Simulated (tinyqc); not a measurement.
Reaction control against transport control: chemical vapour deposition: Grove model, boundary layer, depletion and step coverage. Computed by tinyqc, a small Python program. Command: `OMP_NUM_THREADS=1 python tinyqc.py 3026824 3026825 out.jsonl cvd walk`. One thread of a shared host (Intel(R) Xeon(R) Processor @ 2.30GHz), about 0.04 s of CPU time with the checks.

A precursor diffuses to the surface and reacts there at first order; each molecule that reacts adds one formula unit of film.

Inputs (values chosen for the exercise, close to those used for tungsten from its fluoride):
```
quantity                                            value                unit
prefactor k0 of k_s                                  1400                cm/s
activation energy E                                 0.726                  eV
temperature T                                         540                   C
total pressure p                                       26                torr
mole fraction of the precursor Y                   0.0017                   -
gas diffusivity D0 at 273.15 K and 760 torr           0.2              cm^2/s
film density N                                    6.3e+22  formula units/cm^3
gas velocity U                                         32                cm/s
kinematic viscosity nu0 at 273.15 K and 760 torr     0.51              cm^2/s
susceptor length L                                     38                  cm
channel height b                                      5.3                  cm
```

Reactor: horizontal, reduced pressure.

Constants: k_B = 8.617333262e-05 eV/K; k_B = 1.380649e-23 J/K.

Method:
- k_s = k0 exp(-E/(k_B T)); C_g = Y p/(k_B T), 1 torr = 133.322 Pa; D = D0 (T/273.15)^1.75 (760/p).
- nu = nu0 (T/273.15)^1.75 (760/p); Re = U L/nu; mean boundary layer delta = (2/3) L/sqrt(Re), at most b/2; h_g = D/delta.
- Fluxes in series: C_s = C_g/(1 + k_s/h_g); growth rate G = k_s h_g/(k_s + h_g) C_g/N; 1 cm/s = 6e8 nm/min.
- Temperatures in kelvin are T(C) + 273.15.

Rates:
```
T (C)  k_s (cm/s)  h_g (cm/s)  G (nm/min)  reaction limit (nm/min)  transport limit (nm/min)
340       0.00151       9.082      0.0100                   0.0100                    60.207
390       0.00425      10.417      0.0261                   0.0261                    63.853
440       0.01036      11.830      0.0590                   0.0591                    67.431
490       0.02247      13.320      0.1195                   0.1197                    70.947
540       0.04431      14.884      0.2208                   0.2215                    74.405
590       0.08075      16.522      0.3784                   0.3803                    77.811
640       0.13780      18.234      0.6088                   0.6134                    81.167
690       0.22246      20.016      0.9286                   0.9389                    84.478
740       0.34256      21.870      1.3532                   1.3744                    87.746
```

What does the comparison show, and why?

The apparent activation energy of G is 0.67 eV between the first rows and 0.63 eV between the last, against E = 0.726 eV. k_s stays far below h_g, so the surface controls throughout. In the reaction limit the slope is E - k_B T, because C_g falls as 1/T; any further lowering comes from transport.
